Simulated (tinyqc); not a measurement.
# Hydrogen passivation and dissociation of interface defects with a spread of activation energies, step by step

A worked calculation. Computed by tinyqc, a small Python program that keeps every step. Command: `OMP_NUM_THREADS=1 python tinyqc.py 3007255 3007256 out.jsonl passivation walk`. One thread of a shared host (Intel(R) Xeon(R) Processor @ 2.30GHz), about 0.01 s of CPU time with the checks. Intermediate numbers are printed to about 6 digits and carried at full precision; extremes and crossings named in words are read from the listed rows.

Active defects P react as P + H2 -> HP + H and HP -> P + H; released atomic hydrogen is removed. All defects start active. Activation energies are normally distributed, independently for the two reactions.

Inputs (values chosen for the exercise, for a model interface):

| quantity | value | unit |
|---|---|---|
| defect density N_0 | 4.2e+12 | cm^-2 |
| mean passivation energy E_f | 1.64 | eV |
| spread s_f | 0.053 | eV |
| prefactor k_f0 | 2.2e-08 | cm^3/s |
| mean dissociation energy E_d | 2.77 | eV |
| spread s_d | 0.053 | eV |
| prefactor k_d0 | 2.2e+13 | 1/s |
| dissolved hydrogen [H2] | 7.8e+17 | cm^-3 |
| anneal temperature T | 710 | K |
| anneal time t | 11000 | s |

Ambient: hydrogen.

Constants: k_B = 8.617333262e-05 eV/K.

## Sites at the mean energies

a = k_f0 [H2] exp(-E_f/k_B T), b = k_d0 exp(-E_d/k_B T); the active share of one kind of site is b/(a + b) + (a/(a + b)) exp(-(a + b) t).

passivation rate a = 0.0392048 1/s

dissociation rate b = 4.78839e-07 1/s

active share, single energy = 1.22136e-05

steady active share, single energy = 1.22136e-05

## A five-point average

Gauss-Hermite nodes for a unit normal variable, z = 0, +/-1.355626, +/-2.856970 with weights 0.533333, 0.222076, 0.011257; E_f + s_f z is varied at the mean E_d.

Nodes:

| z | weight | energy (eV) | rate (1/s) | active share |
|---|---|---|---|---|
| -2.856970 | 0.011257 | 1.48858 | 0.465754 | 1.02809e-06 |
| -1.355626 | 0.222076 | 1.56815 | 0.126864 | 3.77442e-06 |
| 0.000000 | 0.533333 | 1.64000 | 0.039205 | 1.22136e-05 |
| 1.355626 | 0.222076 | 1.71185 | 0.012115 | 3.95213e-05 |
| 2.856970 | 0.011257 | 1.79142 | 0.003300 | 1.45079e-04 |

active share, five points = 1.77736e-05

## Average over the spread

Full average: z from -5 to 5 in steps of 0.125 with normalised weights exp(-z^2/2), energy = mean + spread x z, over both energies.

active share = 2.58660e-05

active defects = 1.08637e+08 cm^-2

The spread changes the active share from 1.22e-5 to 2.59e-5: sites that passivate slowly or dissociate easily weigh most in the average.

## Isochronal anneals

The formulas are those given above.

Same time, other temperatures:

| T (K) | a (1/s) | b (1/s) | active share, single energy | active share, spread |
|---|---|---|---|---|
| 450 | 7.36759e-09 | 2.08828e-18 | 9.99919e-01 | 9.99794e-01 |
| 525 | 3.09892e-06 | 5.64408e-14 | 9.66486e-01 | 9.39416e-01 |
| 600 | 2.87822e-04 | 1.18973e-10 | 4.21706e-02 | 1.34606e-01 |
| 675 | 9.76614e-03 | 4.57790e-08 | 4.68750e-06 | 2.37307e-05 |
| 750 | 1.63758e-01 | 5.35602e-06 | 3.27058e-05 | 6.40591e-05 |
| 825 | 1.64456e+00 | 2.63624e-04 | 1.60275e-04 | 2.79210e-04 |
| 900 | 1.12440e+01 | 6.77806e-03 | 6.02452e-04 | 9.59266e-04 |
| 975 | 5.71942e+01 | 1.05751e-01 | 1.84557e-03 | 2.73603e-03 |
| 1050 | 2.30602e+02 | 1.11431e+00 | 4.80895e-03 | 6.72029e-03 |
| 1125 | 7.72041e+02 | 8.57766e+00 | 1.09883e-02 | 1.45912e-02 |

The active share is lowest, 2.37e-5, at 675 K of those listed: below, passivation is too slow for this time, and above, dissociation competes. A single energy would promise 4.69e-6 (at 675 K), so among these rows the spread raises the floor by a factor 5.1.

## Isothermal kinetics

Times are decades about 1/(a + b) of the mean site. The last column is the part of the change still to come; rows stop once it is below 1e-5.

Against time:

| t (s) | active share, single energy | active share, spread | unreacted part |
|---|---|---|---|
| 0.03 | 9.98825e-01 | 0.998291 | 0.998291 |
| 0.3 | 9.88307e-01 | 0.983187 | 0.983186 |
| 3 | 8.89039e-01 | 0.853991 | 0.853987 |
| 30 | 3.08470e-01 | 0.333491 | 0.333474 |
| 300 | 2.00119e-05 | 0.010463 | 0.010437 |

A single energy finishes within about two decades of time. With the spread the unreacted part is 0.98 at 0.3 s and still 0.010 at 300 s, where one energy leaves 7.8e-6: a width of s/k_B T = 0.87 in ln(rate) stretches the decay only mildly.

Checks made by the program: the average on a grid twice as fine (relative difference 1e-05).
